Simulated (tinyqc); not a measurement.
# Inductance and parasitic capacitance from two readings

Problem. A loss-free coil L in parallel with C shows the apparent inductance L/(1 - w^2 L C), w = 2 pi f. Find L, C and the self-resonance 1/(2 pi sqrt(L C)).

apparent inductance at 11 and 21 GHz (nH): 0.70508513  1.3134605

Answer. The inverse of the reading is 1/L - w^2 C, a straight line in w^2.

L = 0.6000 nH
C = 52.00 fF
self-resonance = 28.49 GHz

Numbers from tinyqc (`OMP_NUM_THREADS=1 python tinyqc.py 2302142 2302143 out.jsonl`; about 0.01 s on one thread of a shared Intel Xeon 2.30GHz).
